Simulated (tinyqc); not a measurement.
Lowest level against width: zigzag graphene nanoribbon in tight binding.

A zigzag ribbon of N chains, sites A1, B1, A2, ..., BN across it. For each k it is a chain with bonds -2t cos(k/2) (A_n to B_n) and -t (B_n to A_(n+1)), and +D, -D on A and B. A1 and BN are the edge sites; the Dirac points project to k = 2 pi/3.

Inputs chosen for the exercise (out of a larger set: near those used for graphene; not measured data): t = 2.67 eV (hopping); k = 2.29 (k times the period sqrt3 acc).

D = 0; lowest positive level at the given k, and the estimate t x^N (1 - x^2), x = 2 cos(k/2) (a dash if x >= 1).

Level (eV):
```
N    matrix  estimate
2     1.243    0.5786
3    0.8173    0.4780
4    0.5812    0.3949
5    0.4328    0.3262
6    0.3319    0.2695
8    0.2062    0.1839
14  0.05954   0.05845
```

Give the missing row, N = 10.

Computed row:
```
N   matrix  estimate
10  0.1337    0.1255
```

With x = 0.8261 < 1 the level falls exponentially: from N = 10 to 14 by a factor 0.445, against x^4 = 0.466.

Run: tinyqc, `OMP_NUM_THREADS=1 python tinyqc.py 1482136 1482137 out.jsonl`; Intel(R) Xeon(R) Processor @ 2.30GHz, one thread, shared host; about 0.01 s of CPU time with all checks.
